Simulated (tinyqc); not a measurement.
Mass and degeneracy from charge and saturation current.

Problem. At high drain voltage only states moving towards the drain are filled: I = gv (2 q^2/h) Vt ln(1 + exp eta) and n = (N0/2) F_(-1/2)(eta), N0 = gv sqrt(2 m kB T/pi)/hbar, F_(-1/2)(x) = (1/sqrt(pi)) int_0^infinity u^(-1/2)/(1 + exp(u - x)) du. Find eta and m.

Parameters, values chosen for the exercise:
- T = 300 K (temperature)
- gv = 1 (valley degeneracy)

Constants: q = 1.602176634e-19 C, kB = 1.380649e-23 J/K, hbar = 1.054571817e-34 J s, h = 6.62607015e-34 J s, m0 = 9.1093837015e-31 kg, Vt = kB T/q. Results are converted to the units shown.

n = 2.0898475e6 cm^-1
I = 6.8954679 uA

Answer. In one dimension the current holds no mass, so it gives eta directly; n then gives m.

eta = 3.41
m = 0.203 m0

Numbers from tinyqc (`OMP_NUM_THREADS=1 python tinyqc.py 2400118 2400119 out.jsonl`; about 0.05 s on one thread of a shared Intel Xeon 2.30GHz).
